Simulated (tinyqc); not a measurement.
MOSFET in the linear regime without short-channel effects, parameter extraction from computed curves: one step of the calculation.

Inversion charge Q = Cox n Vt W0(exp((Vg - VT)/(n Vt))), W0 the Lambert function and n = nf; u = Q/Cox; mobility mu = mu0/(1 + th1 u + th2 u^2); channel resistance Rch = (L - dL)/(W mu Q); Id = Vd/(Rch + Rsd/W). Cox = eps0 eox/tox. Small Vd, no channel-length or drain effects.

Task. Threshold and mobility at the peak transconductance. gm_i = (Id_(i+1) - Id_(i-1))/(Vg_(i+1) - Vg_(i-1)); at the point j of largest gm the tangent meets the axis at V_ext = Vg_j - Id_j/gm_j; field-effect mobility gm_j L/(W Cox Vd) with the drawn L.

Inputs (values chosen for the exercise); channel values of the order met in silicon transistors: relative permittivity of the gate insulator (close to silicon dioxide) eox = 3.9; insulator thickness tox = 3.1 nm; low-field mobility mu0 = 220 cm^2/(V s); threshold voltage VT = 0.31 V; gate width W = 1 um; drawn gate length L = 0.16 um; drawn less effective length dL = 0.014 um; drain voltage Vd = 0.05 V.

Constants: eps0 = 8.8541878128e-14 F/cm where lengths are in cm. Results are converted to the units shown.

Vg, point 0 to 8 (V): [0.15, 0.23, 0.31, 0.39, 0.47, 0.55, 0.63, 0.71, 0.79]
Id, point 0 to 8 (uA): [0.014896444, 0.18353311, 1.4444680, 4.6584138, 8.6457952, 12.565108, 16.169643, 19.415543, 22.320795]

Wanted: gm; j; V_ext; field-effect mobility.

Result.

gm, point 1 to 7 (uS): [8.9348, 27.968, 45.008, 49.417, 47.024, 42.815, 38.445]
j = 4
V_ext = 0.29504 V
field-effect mobility = 141.96 cm^2/(V s)

V_ext is 15 mV below the model VT, and the mobility so found is 41 % below mu0 L/(L - dL) = 241 cm^2/(V s), the value for the drawn L; attenuation, series resistance and the slow approach of Q to a straight line all lower the peak gm.

Computed by the program tinyqc: `OMP_NUM_THREADS=1 python tinyqc.py 2210053 2210054 out.jsonl`, one thread of a shared Intel Xeon 2.30GHz, about 0.01 s for the whole run.
